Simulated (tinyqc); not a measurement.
# Surface photovoltage measurement of the minority-carrier diffusion length in a wafer, step by step

A worked calculation. Computed by tinyqc, a small Python program that keeps every step. Command: `OMP_NUM_THREADS=1 python tinyqc.py 3130283 3130284 out.jsonl spv walk`. One thread of a shared host (Intel(R) Xeon(R) Processor @ 2.30GHz), about 0.01 s of CPU time with the checks. Intermediate numbers are printed to about 6 digits and carried at full precision; extremes and crossings named in words are read from the listed rows.

Low injection, steady light, a depletion layer much thinner than 1/alpha and L. The excess density dn is taken at the front edge of the neutral region; light that reaches the back is lost.

Inputs (values chosen for the exercise, modelled on p-type silicon at room temperature):
```
quantity                                              value               unit
diffusion length L                                       25         micrometre
wafer thickness W                                       725         micrometre
diffusivity D                                          28.2             cm^2/s
front recombination velocity S_f                        760               cm/s
back recombination velocity S_b                         440               cm/s
photon flux entering                                1.5e+12         1/(cm^2 s)
minority density at the surface barrier scale n_0   1.8e+09             1/cm^3
temperature T                                           298                  K
wavelength                                              900                 nm
relative noise of each reading                            1                  %
diffusion length after pair splitting over L           0.57                  -
iron factor C                                      1.03e+16  micrometre^2/cm^3
```

Constants: k_B = 8.617333262e-05 eV/K.

## One wavelength

alpha = (84.732/lambda - 76.417)^2 per cm with lambda in micrometre (an empirical fit for silicon between 0.7 and 1.05 micrometre). Thick wafer: dn = Phi L/((S_f + D/L)(L + 1/alpha)). Finite wafer, with s = S_b L/D, w = W/L, a = alpha L: dn = [Phi a/(a^2 - 1)] [a - B - exp(-alpha W)(a - s)/(cosh w + s sinh w)]/(S_f + B D/L), B = (sinh w + s cosh w)/(cosh w + s sinh w). Photovoltage V = (k_B T/e) ln(1 + dn/n_0). Lifetime = L^2/D.

alpha = 314.341 1/cm

penetration depth 1/alpha = 31.8126 micrometre

dn, thick wafer = 5.48227e+07 1/cm^3

B = 1

dn, finite wafer = 5.48227e+07 1/cm^3

photovoltage V = 0.770452 mV

lifetime = 0.221631 microsecond

## The linear plot

normal deviates g for the noise: 1.08  0.49  -1.18  0.96  -1.20  0.42  0.58

Readings y = (Phi/dn) (1 + noise x g) at 780, 830, 880, 920, 950, 975 and 995 nm; a least-squares line y = c (1/alpha + L_app) gives L_app = intercept/slope.

Readings:
```
lambda (nm)  1/alpha (micrometre)  y (cm/s)  line (cm/s)
780                         9.636   16861.1      16631.2
830                        15.176   19443.6      19313.7
880                        25.330   23952.8      24230.7
920                        40.658   31924.3      31653.2
950                        61.278   41053.0      41638.7
975                        90.917   56060.2      55991.4
995                       130.888   75510.9      75347.0
```

slope = 484.249 cm/(s micrometre)

apparent length L_app = 24.7079 micrometre

error of L_app (rounded to 0.001) = -1.168 %

At W/L = 29.0 the finite thickness shifts L_app by less than 0.05 %. S_f scales all readings alike and leaves L_app unchanged.

## Where the wafer is too thin

No noise; L is varied at fixed W, and the last two columns set S_b to 0 and to 1e7 cm/s.

Apparent length (micrometre):
```
L           W/L  given S_b  S_b = 0  S_b = 1e7
36.2    20.0276      36.20     36.2     36.200
72.5    10.0000      72.50     72.5     72.500
145.0    5.0000     145.06    145.1    144.878
218.0    3.3257     218.95    220.0    215.824
362.0    2.0028     369.13    390.2    334.433
580.0    1.2500     584.12    746.1    444.717
942.0    0.7696     835.78   1634.2    522.114
1520.0   0.4770    1025.87   3724.5    560.937
2900.0   0.2500    1151.66  10443.8    580.936
```

With a fast back surface L_app levels off, at 581 micrometre in the last row; with a passive one it reaches up to 3.60 times L among these rows and is 10400 in the last. All three columns are within 5 % of L down to W/L = 3.3.

## Iron from two lengths

Splitting iron-boron pairs in boron-doped silicon shortens L; with nothing else changing, [Fe] = C (1/L_after^2 - 1/L^2). It is evaluated with the true lengths and with the apparent ones (without noise), which differ when the wafer is not thick against L.

L_after = 14.25 micrometre

[Fe] from the true lengths = 3.42433e+13 1/cm^3

[Fe] from the apparent lengths = 3.42433e+13 1/cm^3

bias, apparent over true less 1 (rounded to 0.001) = 0 %

Checks made by the program: dn against a finite-difference solution (relative difference 9e-06).
